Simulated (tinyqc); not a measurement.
Square-lattice Ising model by mean field, Bethe lattice, transfer matrix, exact enumeration and Monte Carlo steps: one step, computed by the program tinyqc. Command: `OMP_NUM_THREADS=1 python tinyqc.py 3012713 3012714 out.jsonl ising walk`. One thread of a shared host (Intel(R) Xeon(R) Processor @ 2.30GHz), about 0.01 s of CPU time with the checks.

H = -J sum over nearest pairs s_i s_j, s = +-1, no field, periodic boundaries; energies per site are in J. As a lattice gas or an alloy, s marks which species holds the site.

Problem. Free energy and correlation length of the strip. With the eigenvalues l1 > l2: -f/(k_B T) = ln(l1)/w per site; xi = 1/ln(l1/l2) rows.

Inputs (values chosen for the exercise, for a model lattice): temperature T = 1630 K; strip width w = 3.

T, lower triangle (symmetric):
```
          +++       ++-       +-+       +--       -++       -+-       --+       ---
+++  3.840316
++-  1.565990  1.565990
+-+  1.565990  0.638574  1.565990
+--  1.000000  1.000000  1.000000  1.565990
-++  1.565990  0.638574  0.638574  0.407776  1.565990
-+-  1.000000  1.000000  0.407776  0.638574  1.000000  1.565990
--+  1.000000  0.407776  1.000000  0.638574  1.000000  0.638574  1.565990
---  1.000000  1.000000  1.000000  1.565990  1.000000  1.565990  1.565990  3.840316
```

Give: three largest eigenvalues; -f/(k_B T); correlation length xi.

Solution.

three largest eigenvalues: 9.495  3.189  1.520

-f/(k_B T) = 0.7502

correlation length xi = 0.9166
